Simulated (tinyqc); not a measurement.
What each parameter does: band offset of a heterojunction with an interface dipole (two-band chains, self-consistent charge).

Sites alternate A, C. Left: A at -G1/2, C at +G1/2, hopping -t1; right: A at D - G2/2, C at D + G2/2, hopping -t2; the bonds across the two interfaces of a ring (C left to A right, C right to A left) have -sqrt(t1 t2). D is the offset of the mid-gaps, so Ev(right) - Ev(left) = D - (G2 - G1)/2 and Ec(right) - Ec(left) = D + (G2 - G1)/2. The closing bond has its sign reversed (antiperiodic ring). Half the levels are filled with two electrons each. The charge moved is q = (electrons on the left) less one a site; the mean over the two interfaces, q/2, is taken as the charge that crosses each, and its dipole opposes the offset: D = D0 - u q/2.

From here on the ring has 24 cells a side.

Inputs chosen for the exercise (gaps near those of InGaAs and InP; the chains and D0 are free models, so the offsets are not those of the real pair; not measured data): G1 = 0.78 eV (gap on the left); G2 = 1.3 eV (gap on the right); t1 = 2.1 eV (hopping on the left); t2 = 1.96 eV (hopping on the right); D0 = 0.19 eV (mid-gap of the right side above that of the left, without dipole); u = 5.7 eV (potential step per electron moved across).

Self-consistent D by bisection, q there, and the two offsets.

Results for these values:
```
case  D (eV)       q  valence offset (eV)  conduction offset (eV)
base  0.0768  0.0397              -0.1832                  0.3368
```

What happens to each result for G2 = 1.495 eV, all else kept?

Answer: D rises from 0.0768 to 0.0807; q falls from 0.0397 to 0.0383; valence offset falls from -0.1832 to -0.2768; conduction offset rises from 0.3368 to 0.4382.

The same for each parameter in turn:
```
case           D (eV)       q  valence offset (eV)  conduction offset (eV)
base           0.0768  0.0397              -0.1832                  0.3368
G1 = 0.897 eV  0.0794  0.0388              -0.1221                  0.2809
G2 = 1.495 eV  0.0807  0.0383              -0.2768                  0.4382
t1 = 2.415 eV  0.0769  0.0397              -0.1831                  0.3369
t2 = 2.254 eV  0.0768  0.0397              -0.1832                  0.3368
D0 = 0.218 eV  0.0881  0.0456              -0.1719                  0.3481
u = 6.555 eV   0.0705  0.0365              -0.1895                  0.3305
```

Run: tinyqc, `OMP_NUM_THREADS=1 python tinyqc.py 1480755 1480756 out.jsonl`; Intel(R) Xeon(R) Processor @ 2.30GHz, one thread, shared host; about 0.3 s of CPU time with all checks.
